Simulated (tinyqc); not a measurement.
## Mobility and doping from two currents

Problem. A trap-free film with injecting contacts is fitted, with diffusion neglected, by J = q mu N V/Lf + (9/8) eps0 eps_r mu V^2/Lf^3. Find mu, N and the voltage at which both terms are equal.

Parameters, values chosen for the exercise:
```
symbol  value  unit                meaning
eps_r      16        relative permittivity
Lf       1500    nm         film thickness
```

Constants: q = 1.602176634e-19 C, eps0 = 8.8541878128e-14 F/cm where lengths are in cm. Results are converted to the units shown.

J at 3.7 and 16 V (A/cm^2): 44.715538  490.75186

Answer. J/V is a straight line in V: the slope gives mu and the intercept mu N.

mu = 3.20 cm^2/(V s)
N = 1.90e15 cm^-3
crossover voltage = 4.30 V

Computed by the program tinyqc: `OMP_NUM_THREADS=1 python tinyqc.py 2730137 2730138 out.jsonl`, one thread of a shared Intel Xeon 2.30GHz, about 5 s for the whole run.
